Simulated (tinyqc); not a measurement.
Approximations to the ground state: Holstein polaron on two sites. Computed by tinyqc, a small Python program. Command: `OMP_NUM_THREADS=1 python tinyqc.py 3019253 3019254 out.jsonl holstein walk`. One thread of a shared host (Intel(R) Xeon(R) Processor @ 2.30GHz), about 0.01 s of CPU time with the checks.

One electron on sites 1 and 2: H = -t (c1+ c2 + c2+ c1) + hbar omega sum_i b_i+ b_i - g hbar omega sum_i n_i (b_i + b_i+). The symmetric phonon shifts the energy by -g^2 hbar omega/2 and drops out; with b = (b_1 - b_2)/sqrt(2) there remains H = -t sigma_x + hbar omega b+ b - (g hbar omega/sqrt(2)) sigma_z (b + b+). Parity splits it into blocks p = +1 and -1 over phonon numbers n. Zero-point energies are left out. Weights Z refer to mode b alone; the displaced symmetric mode multiplies the full zero-phonon weight by exp(-g^2/2).

Inputs (values chosen for the exercise, for a model dimer): hopping t = 15 meV; phonon energy hbar omega = 50.7 meV; coupling g = 0.27.

Method:
- Polaron binding energy E_p = g^2 hbar omega; ratio E_p/t (the adiabatic potential has two wells when it exceeds 1); adiabaticity hbar omega/t.
- Block p: H_nn = n hbar omega - p t (-1)^n - g^2 hbar omega/2, H_(n,n+1) = -(g hbar omega/sqrt(2)) sqrt(n + 1).
- Use 60 levels in both blocks; Z = c_0^2 is the weight of n = 0 in the ground state c; the splitting is the lowest odd level less the lowest even one, which without coupling is the smaller of 2t and hbar omega; <sigma_x> = sum (-1)^n c_n^2 measures the kinetic energy.
- Second order: E = -t - E_p/2 - (E_p/2) hbar omega/(hbar omega + 2t). Lang-Firsov: E = -E_p - t exp(-g^2). Variable displacement: E(x) = -E_p/2 - t exp(-g^2 x^2) - (E_p/2)(2x - x^2), minimised over 0 <= x <= 1. Adiabatic, classical lattice: E = -E_p/2 - t for E_p < t, else -E_p - t^2/(2 E_p); it leaves out the change of zero-point energy.

E_p = 3.69603 meV

E_p/t = 0.246402

ground-state energy = -18.0190 meV

hbar omega/t = 3.38

splitting/(2t) = 0.903033

Ground-state energy (meV):
```
method                       E  E - exact
second order in g      -18.009     0.0099
Lang-Firsov            -17.641     0.3775
variable displacement  -18.015     0.0036
adiabatic, classical   -16.848     1.1709
```

best displacement x = 0.63509

Closest here is variable displacement (0.00 meV), furthest adiabatic, classical (+1.17 meV), at hbar omega/t = 3.38 and E_p/t = 0.25. Lang-Firsov and variable displacement are variational and lie above the exact value. The Lang-Firsov narrowing exp(-g^2) = 0.93 compares with the exact splitting ratio 0.903.

Extremes, crossings and ranges named in words are read from the listed rows.
